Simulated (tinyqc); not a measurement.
## Four-point probe at the centre of a round wafer

Four collinear probes with spacing s at the centre of a thin disc of diameter d with an insulating edge: Rs = C V/I, C = pi/{ln 2 + ln[((d/s)^2 + 3)/((d/s)^2 - 3)]}; C tends to pi/ln 2 = 4.5324. x = d/s.

Parameters, values chosen for the exercise: sheet density of the layer ns = 1.1e12 cm^-2; drift mobility mu = 1600 cm^2/(V s); current I = 100 uA.

Constants: q = 1.602176634e-19 C. Results are converted to the units shown.

Result of one run:
```
x         C  C over its limit  V for Rs = 1/(q ns mu) (mV)
7.5  3.9274           0.86653                       90.297
```

What becomes of these results when the ratio d/s x is changed from 7.5 to 100, all else the same?

Result of the changed run:
```
x         C  C over its limit  V for Rs = 1/(q ns mu) (mV)
100  4.5284           0.99914                       78.312
```

The whole series:
```
x         C  C over its limit  V for Rs = 1/(q ns mu) (mV)
4    2.9289           0.64621                       121.08
5    3.3625           0.74188                       105.47
7.5  3.9274           0.86653                       90.297
10   4.1712           0.92031                       85.019
15   4.3644           0.96295                       81.255
20   4.4364           0.97882                       79.938
40   4.5080           0.99462                       78.668
100  4.5284           0.99914                       78.312
```

C rises from 2.929 to 4.528. Using 4.5324 overstates Rs by 54.7 % in the first row and by under 1 % from d/s = 40 on among the rows.

Program tinyqc, `OMP_NUM_THREADS=1 python tinyqc.py 2850164 2850165 out.jsonl`; Intel Xeon 2.30GHz, shared host, one thread, about 0.01 s.
